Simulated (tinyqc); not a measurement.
Worked calculation: heavy doping: gap narrowing, degeneracy and the minority density. Values are carried at full precision from step to step, so a last printed digit may differ when a step is redone from the rounded ones.

Empirical narrowing (Slotboom form, constants chosen for the exercise; published fits of this form give the apparent narrowing, here it is taken as the true one): dEg = E0 [ln(N/N0) + sqrt(ln(N/N0)^2 + C)].

Constants: kB = 8.617333262e-05 eV/K; e^2/(4 pi eps0) = 14.39964547 eV angstrom.

Values chosen for the exercise (gap and densities of states near those of Si at this temperature; narrowing constants near the fits for Si; the results hold for these values, not for the real material):

| symbol | value | unit | meaning |
|---|---|---|---|
| N | 4.8e+18 | 1/cm^3 | ionised acceptors, equal to the majority density |
| E0 | 7.89 | meV | narrowing scale |
| N0 | 1.1e+17 | 1/cm^3 | onset density |
| C | 0.5 |  | smoothing constant |
| Nv | 2e+19 | 1/cm^3 | valence-band density of states |
| Eg | 1.072 | eV | gap |
| Nc | 5.04e+19 | 1/cm^3 | conduction-band density of states |
| T | 450 | K |  |
| eps | 11.6 |  | dielectric constant |
| Mv | 1 |  | majority valleys |

## Gap narrowing

Evaluate at N.

ln(N/N0) = 3.7759
dEg (empirical fit) = 60.10 meV

Well above N0 each decade of doping adds 2 E0 ln 10 = 36.3 meV.

## Degeneracy of the majority band

F_j(eta) = (1/Gamma(j + 1)) integral_0^infinity x^j dx/(1 + exp(x - eta)), which tends to exp(eta) for eta << 0.

Majority: N = Nv F_1/2(eta), eta the distance of EF beyond the majority band edge in kT. Degeneracy factor gam = F_1/2(eta)/exp(eta). ni0^2 = Nc Nv exp(-Eg/kT); product n p = ni0^2 gam exp(dEg/kT), dEg the true narrowing; apparent narrowing dEa = dEg + kT ln gam; minority density = n p/N.

Solve for eta and form gam.

N/Nv = 0.2400
eta = -1.3425
gam = 0.9189

## Product and minority density

Combine both effects.

ni0 = 3.15e+13 1/cm^3
exp(dEg/kT) = 4.71
dEa = 56.8 meV
sqrt(n p) = 6.56e+13 1/cm^3
minority density = 8.97e+08 1/cm^3

Narrowing multiplies the product by 4.71 and degeneracy by 0.919; together they change the minority density by a factor 4.33 against ni0^2/N.

## Two estimates of the size

Two physical estimates, e2 = e^2/(4 pi eps0), N in 1/angstrom^3: exchange shift at the Fermi level, Ex = (e2/eps) kF/pi with kF = (3 pi^2 N/Mv)^(1/3); screened-pair energy (Lanyon-Tuft), Es = (3/4)(e2/eps) qs with qs^2 = (4 pi e2 N/(eps kT)) F_-1/2(eta)/F_1/2(eta).

Evaluate both at N.

kF = 0.05219 1/angstrom
Ex = 20.62 meV
Es = 39.29 meV

Against the fitted dEg = 60.1 meV, Ex is 0.34 and Es 0.65 times as large; each keeps one mechanism only, and Ex assumes a strongly degenerate gas, while here eta is only -1.34.

## Checks

- Minority density against the Boltzmann occupation of the other band at the narrowed gap (1/cm^3): both 8.969e+08.

tinyqc: `OMP_NUM_THREADS=1 python tinyqc.py 1651746 1651747 out.jsonl`; about 0.01 s, one thread, shared Intel(R) Xeon(R) Processor @ 2.30GHz.
